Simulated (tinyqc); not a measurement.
Worked calculation: alloy A(1-x)B(x) by interpolation with bowing. Values are carried at full precision from step to step, so a last printed digit may differ when a step is redone from the rounded ones.

Each gap follows E(x) = (1 - x) E_A + x E_B - C x (1 - x); the lattice constant follows Vegard, a(x) = (1 - x) a_A + x a_B.

Constants: hc = 1239.841984 eV nm; kB = 8.617333262e-05 eV/K.

Parameters, chosen for this exercise (A near Ge, B near Si; the results hold for these values, not for the real material):

| symbol | value | unit | meaning |
|---|---|---|---|
| a | (5.652, 5.429) | angstrom | lattice constant of A, B |
| x | 0.46 |  | fraction of B |
| Eg | (0.894, 4.241) | eV | gap at Gamma to the s-like level of A, B |
| EgX | (0.928, 1.186) | eV | gap to the lowest valley along Gamma-X of A, B |
| EgL | (0.736, 2.073) | eV | gap to L of A, B |
| C | (0.246, 0.267, 0) | eV | bowing of the Gamma, X and L gaps |
| Dso | (0.289, 0.044) | eV | spin-orbit splitting of A, B |
| Ep | (26.4, 21.9) | eV | Kane energy of A, B |
| me | (0.0384, 0.2004) | m0 | electron mass at Gamma of A, B |
| Cs | 0 | eV | bowing of Dso |
| md | (0.1068, 0.8, 0.62) | m0 | density-of-states masses of Gamma, all X and all L valleys |
| T | 300 | K | temperature |

## Gaps and lattice constant at x

Also give the wavelength hc/E of the lowest gap.

a(x) = 5.5494 angstrom

linear parts (eV): Gamma 2.4336, X 1.0467, L 1.3510

bowing terms C x (1 - x) (eV): Gamma 0.0611, X 0.0663, L 0.0000

gaps (eV): Gamma 2.3725, X 0.9804, L 1.3510

wavelength of the lowest gap = 1264.7 nm

The lowest valley is X, so the gap is indirect; the next, L, lies 371 meV higher.

## Where the valleys cross

The difference of two gaps is a quadratic q2 x^2 + q1 x + q0 with q2 = C_i - C_j, q1 = (E_B - E_A - C)_i - (E_B - E_A - C)_j, q0 = E_A,i - E_A,j; give its roots between 0 and 1 (a dash: none).

Crossings:

| pair | q2 | q1 | q0 | first root | second root |
|---|---|---|---|---|---|
| Gamma-X | -0.021 | 3.110 | -0.034 | 0.0109 | - |
| Gamma-L | 0.246 | 1.764 | 0.158 | - | - |
| X-L | 0.267 | -1.346 | 0.192 | 0.1469 | - |

The lowest valley changes at x = 0.147 (L to X, gap 0.932 eV). The other crossings lie above the lowest valley.

## Electron mass of the alloy

Mass at Gamma from the Kane formula 1/m = F + Ep (Eg + 2 Dso/3)/(Eg (Eg + Dso)). F is fixed by the masses of A and B and interpolated linearly, as is Ep; Eg and Dso carry their bowing.

Compare with the linear interpolation of the masses.

F of A, B: -1.0838  -0.1562

Ep, Eg, Dso at x (eV): 24.3300  2.3725  0.1763

m(x) from the Kane formula = 0.1068 m0
m(x) linear = 0.1129 m0

The Kane value lies 5.4 % below the linear one. The Gamma valley is not the lowest at this x.

## Shares of the electrons in the valleys

Non-degenerate: n_i proportional to md_i^(3/2) exp(-E_i/kT).

md^(3/2): Gamma 0.0349, X 0.7155, L 0.4882

(E - E_min)/kT: Gamma 53.85, X 0.00, L 14.34

shares: Gamma 0.000, X 1.000, L 0.000

X holds most electrons (100.0 %).

## Checks

- The Gamma and X gaps at their crossing x = 0.0109 (eV): both 0.9279.
- The X and L gaps at their crossing x = 0.1469 (eV): both 0.9324.

Computed by tinyqc, a small Python program: `OMP_NUM_THREADS=1 python tinyqc.py 1050712 1050713 out.jsonl` (the numbers bound the seed that draws the inputs); one thread of a shared host (Intel(R) Xeon(R) Processor @ 2.30GHz), about 0.01 s for the whole set of steps.
